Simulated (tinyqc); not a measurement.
From results back to parameters: five-level k.p model folded onto the conduction band. Three cases, with inputs chosen for the exercise.

Problem. The levels are known; the mass and the g factor at E = Eg are given. Find Ep and Ep2.

Second-order sums for the lowest conduction level at E: 1/m = 1 + Cm + (Ep/3)(2/E + 1/(E + Dso)) - (Ep2/3)(2/(E7 + D2 - E) + 1/(E7 - E)); g/2 = 1 + Cg - (Ep/3)(1/E - 1/(E + Dso)) - (Ep2/3)(1/(E7 - E) - 1/(E7 + D2 - E)). E is counted from the top of the valence band; E = Eg at the edge.

Case 1.

Values chosen (near those of InSb; not measured data): Eg = 0.236 eV (gap at Gamma to the s-like level); Dso = 0.824 eV (spin-orbit splitting); E7 = 3.13 eV (upper Gamma7 conduction level, from the valence top); D2 = 0.35 eV (its spin-orbit splitting, Gamma8 above Gamma7); Cm = -0.6 (remote term in 1/m); Cg = -0.02 (remote term in g/2).

m = 0.01374578 m0
g = -50.242558

Case 2.

Values chosen (near those of InSb; not measured data): Eg = 0.222 eV (gap at Gamma to the s-like level); Dso = 0.856 eV (spin-orbit splitting); E7 = 3.1 eV (upper Gamma7 conduction level, from the valence top); D2 = 0.35 eV (its spin-orbit splitting, Gamma8 above Gamma7); Cm = 0 (remote term in 1/m); Cg = 0 (remote term in g/2).

m = 0.01235094 m0
g = -56.778562

Case 3.

Values chosen (near those of CdTe; not measured data): Eg = 1.6 eV (gap at Gamma to the s-like level); Dso = 0.915 eV (spin-orbit splitting); E7 = 5.46 eV (upper Gamma7 conduction level, from the valence top); D2 = 0.3 eV (its spin-orbit splitting, Gamma8 above Gamma7); Cm = -0.1 (remote term in 1/m); Cg = 0 (remote term in g/2).

m = 0.09492587 m0
g = -0.884775

Find: coefficients of (Ep, Ep2); right-hand sides 1/m - 1 - Cm and 1 + Cg - g/2; Ep, Ep2.

Solution. Both sums are linear in Ep and Ep2, so two equations fix them.

Case 1.

coefficients of (Ep, Ep2) (1/eV):
```
         1         2
1  3.13932  -0.32069
2  1.09796   0.01243
```

right-hand sides 1/m - 1 - Cm and 1 + Cg - g/2: 72.3496  26.1013

Ep, Ep2 (eV): 23.70  6.40

Case 2.

coefficients of (Ep, Ep2) (1/eV):
```
         1         2
1  3.31222  -0.32235
2  1.19229   0.01256
```

right-hand sides 1/m - 1 - Cm and 1 + Cg - g/2: 79.9655  29.3893

Ep, Ep2 (eV): 24.60  4.70

Case 3.

coefficients of (Ep, Ep2) (1/eV):
```
         1         2
1  0.54920  -0.24661
2  0.07580   0.00623
```

right-hand sides 1/m - 1 - Cm and 1 + Cg - g/2: 9.6345  1.4424

Ep, Ep2 (eV): 18.80  2.80

Computed by tinyqc, one run a case: `OMP_NUM_THREADS=1 python tinyqc.py N N+1 out.jsonl` with N = 1051296, 1051301, 1051308; one thread of a shared Intel(R) Xeon(R) Processor @ 2.30GHz, about 0.01 s a run at most.
